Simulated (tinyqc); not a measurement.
Worked calculation: vacuum evaporation: vapour pressure, source flux, thickness distribution, purity and step coverage. Computed by tinyqc, a small Python program that keeps every step. Command: `OMP_NUM_THREADS=1 python tinyqc.py 3110079 3110080 out.jsonl evap walk`. One thread of a shared host (Intel(R) Xeon(R) Processor @ 2.30GHz), about 0.01 s of CPU time with the checks. Intermediate numbers are printed to about 7 digits and carried at full precision; extremes and crossings named in words are read from the listed rows.

Molecular flow, unit sticking of the metal, no re-evaporation. The background gas is taken as water vapour (18.015 g/mol, collision diameter 0.37 nm) at 300 K.

Inputs (values chosen for the exercise, modelled on aluminium, with constants for the liquid): molar mass M = 26.98 g/mol; film density rho = 2.7 g/cm^3; vapour-pressure constant A = 10.9; vapour-pressure constant B = 16250 K; source temperature T = 1580 K; source area = 5.9 cm^2; directionality n = 2; source-to-wafer distance h = 56 cm; wafer radius R = 10 cm; source offset from the axis s/h = 0.63; background pressure p = 1e-06 Pa; sticking of background gas = 0.9; aspect ratio of a trench = 2.6.

Constants: u = 1.6605390666e-27 kg; k_B = 1.380649e-23 J/K; R = 8.314462618 J/(mol K).

## Vapour pressure and flux

log10(p_v/Pa) = A - B/T; flux from the surface Phi = p_v/sqrt(2 pi m k_B T), m = M u. Mass loss = Phi x area x m; heat of evaporation = ln(10) R B; d ln Phi/dT = ln(10) B/T^2 - 1/(2 T).

vapour pressure p_v = 4.122777 Pa

flux Phi = 5.261193e+18 1/(cm^2 s)

mass loss = 5.006449 g/h

heat of evaporation = 311.1023 kJ/mol

change of flux per kelvin = 1.467193 %/K

Holding the rate to 1 % needs the temperature to about 0.68 K.

## Rate and uniformity on a fixed wafer above the source

A small source emits (n + 1) Phi area cos^n(phi)/(2 pi) per solid angle; on a parallel plane at height h and lateral distance l the arrival rate is (n + 1) Phi area/(2 pi h^2) x (1 + (l/h)^2)^(-(n + 3)/2). Growth rate = arrival rate x m/rho, m = M u. The wafer is fixed and centred above the source.

arrival rate at the centre = 4.726086e+15 1/(cm^2 s)

growth rate at the centre = 0.7842036 nm/s

edge over centre = 0.9245254

non-uniformity (max - min)/(max + min) = 3.921725 %

share of the material that lands on the wafer, 1 - (1 + (R/h)^2)^(-(n + 1)/2) = 4.599355 %

## Offset source and rotation

Rotating wafer, source offset by s and facing upwards: thickness at radius r is the mean over the angle a of (1 + (r^2 + s^2 - 2 r s cos a)/h^2)^(-(n + 3)/2), by 360 equal steps; non-uniformity (max - min)/(max + min) over 21 radii from 0 to R.

centre thickness relative to an axial source = 0.4335974

edge over centre, rotating = 0.9984413

non-uniformity, rotating = 0.07799740 %

## Choosing the offset

The curvature at the centre vanishes at s/h = sqrt(2/(n + 3)).

Against the offset:
```
s/h  centre thickness  edge over centre  non-uniformity (%)
0.0          1.000000          0.924525            3.921725
0.2          0.906602          0.936348            3.287220
0.4          0.690009          0.964482            1.808002
0.5          0.572433          0.980054            1.007364
0.6          0.463610          0.994488            0.276368
0.7          0.369007          1.006849            0.341267
0.8          0.290329          1.016743            0.830203
0.9          0.226884          1.024184            1.194749
1.1          0.137727          1.032840            1.615476
```

The best row, s/h = 0.6, has 0.28 % against 3.9 % on the axis, at the price of a rate lower by a factor 2.16; the small-wafer optimum is sqrt(2/(n + 3)) = 0.63.

## Scattering and purity

Mean free path lambda = k_B T_g/(sqrt2 pi d^2 p); unscattered share exp(-h/lambda); gas arrival p/sqrt(2 pi m_g k_B T_g); impurity ratio = sticking x gas arrival/metal arrival; monolayer time = 1e15 cm^-2/(sticking x gas arrival).

mean free path = 6809.829 m

unscattered share = 0.9999178

gas arrival rate = 3.583984e+12 1/(cm^2 s)

impurity ratio = 6.825069e-04

monolayer time = 310.0212 s

## A trench at the wafer edge

Fixed wafer, axial point source, trench running tangentially at r = R: the beam arrives at tan(a) = R/h. Shadowed share of the floor = aspect ratio x tan(a) (at most 1); the wall facing the source grows at tan(a) times the field rate, the other wall not at all.

angle a = 10.12467 degrees

shadowed share of the floor = 0.4642857

wall over field thickness = 0.1785714

Checks made by the program: share on the wafer by quadrature (relative difference 2e-09).
